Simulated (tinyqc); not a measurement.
Modulation-doped quantum well, Poisson-Schroedinger loop with local exchange and correlation: effect of the temperature.

A well of width L centred at z = 0 between barriers Vb; effective-mass electrons, parabolic bands. The electrons come from donor sheets outside the mesh, a share fL of Ns on the left and the rest on the right, so the structure is neutral. Energies are counted from the band edge of the well, with U = 0 on the first node in the Hartree part.

Schroedinger equation -C d/dz (1/m) dpsi/dz + (V0 + U) psi = E psi, C = hbar^2/(2 m0), on a fine mesh (400 intervals across the well) with hard walls 4.895 nm outside the well edges (to within half a fine step); the lowest 2 levels are kept. V0 = 0 in the well and Vb outside, plus q Fz z (1 kV/cm = 1e-4 eV/nm). N_k = D Vt ln(1 + exp((EF - E_k)/Vt)), D = md m0 q/(pi hbar^2), sum N_k = Ns; n = sum N_k |psi_k|^2. dU/dz = q (fL Ns - integral of n from the left)/(eps0 eps_r). Added to it: V_xc = -(2 Ry/(pi al rs)) [1 + 0.7734 (rs/21) ln(1 + 21/rs)] (Hedin-Lundqvist), al = (4/(9 pi))^(1/3), rs = (3/(4 pi n))^(1/3)/aB, aB = 4 pi eps0 eps_r hbar^2/(md m0 q^2), Ry = q/(8 pi eps0 eps_r aB) in eV. The loop is converged to 1e-9 eV; shares under 0.001 % are printed as 0.

Inputs (values chosen for the exercise); material values close to those of GaN in AlGaN:

| symbol | value | unit | meaning |
|---|---|---|---|
| mw | 0.202 | m0 | mass along z in the well |
| mb | 0.256 | m0 | mass along z in the barriers |
| md | 0.203 | m0 | in-plane mass |
| Vb | 0.392 | eV | barrier height |
| eps_r | 9.7 |  | relative permittivity (all layers) |
| L | 6.23 | nm | well width |
| Ns | 2.1e11 | cm^-2 | sheet density of electrons |
| fL | 0.25 |  | share of the donors on the left side |
| Fz | 0 | kV/cm | applied field along z |

Constants: q = 1.602176634e-19 C, kB = 1.380649e-23 J/K, hbar = 1.054571817e-34 J s, m0 = 9.1093837015e-31 kg, Vt = kB T/q, eps0 = 8.8541878128e-14 F/cm where lengths are in cm, hbar^2/(2 m0) = 0.0380998212 eV nm^2. Results are converted to the units shown.

Result of one run:
```
E2 - E1 (meV),EF - E1 (meV),share of E2 (%),centroid (nm),charge in the barriers (%),range of U in the well (meV)
91.4,-1.09,0,0.0445,1.55,7.60
```

Which temperature T gave this result: 50, 150, 200 or 300 K?

T = 50 K.

The whole series:
```
T (K),E2 - E1 (meV),EF - E1 (meV),share of E2 (%),centroid (nm),charge in the barriers (%),range of U in the well (meV)
4,91.4,2.48,0,0.0445,1.55,7.60
20,91.4,2.01,0,0.0445,1.55,7.60
50,91.4,-1.09,0,0.0445,1.55,7.60
100,91.4,-9.48,0.00287,0.0445,1.55,7.60
150,91.4,-20.1,0.0936,0.0444,1.55,7.60
200,91.4,-32.3,0.533,0.0442,1.58,7.58
300,91.3,-60.2,2.97,0.0428,1.70,7.51
400,91.2,-92.0,6.82,0.0407,1.90,7.43
```

As T goes from 4 to 400, E2 - E1 stays near 91.4 meV, EF - E1 falls from 2.48 to -92.0 meV and the share of E2 rises from 0 to 6.82 %. EF stays below E2 throughout.

tinyqc, about 0.2 s, one thread, Intel Xeon 2.30GHz (shared host): `OMP_NUM_THREADS=1 python tinyqc.py 2140105 2140106 out.jsonl`
